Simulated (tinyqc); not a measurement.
## Thickness of the second layer from the transmission

Problem. A two-layer stack carries the voltage V: F1 = V/(t1 + t2 eps1/eps2), F2 = F1 eps1/eps2; U = phi1 - F1 x in layer 1 and phi2 - F1 t1 - F2 (x - t1) in layer 2. T = exp(-S) at E = 0, C = hbar^2/(2 m0). Each layer adds (2/F) sqrt(m/C) [G(u at its left edge) - G(u at its right edge)] to S, with u = U - E (0 where negative) and G(u) = (2/3) u^1.5. Find t2, known to lie between 0.3 and 6 nm, and F1.

Parameters, values chosen for the exercise:
- phi1 = 3.07 eV (barrier of layer 1 above the emitter Fermi level at zero bias)
- m1 = 0.5 m0 (tunnelling mass of layer 1)
- t1 = 0.9 nm (thickness of layer 1)
- eps1 = 3.72 (relative permittivity of layer 1)
- phi2 = 1.55 eV (barrier of layer 2 at zero bias)
- m2 = 0.2 m0 (tunnelling mass of layer 2)
- eps2 = 21.4 (relative permittivity of layer 2)
- V = 1.4 V (voltage across the dielectric)

Constants: q = 1.602176634e-19 C, hbar = 1.054571817e-34 J s, m0 = 9.1093837015e-31 kg, hbar^2/(2 m0) = 0.0380998212 eV nm^2. Results are converted to the units shown.

T at E = 0 = 2.3375241e-9

Answer. Over that range S rises steadily with t2, so S = -ln T has one root, found by bisection.

t2 = 3.20 nm
F1 = 9.61 MV/cm

Computed by the program tinyqc: `OMP_NUM_THREADS=1 python tinyqc.py 2540076 2540077 out.jsonl`, one thread of a shared Intel Xeon 2.30GHz, about 0.04 s for the whole run.
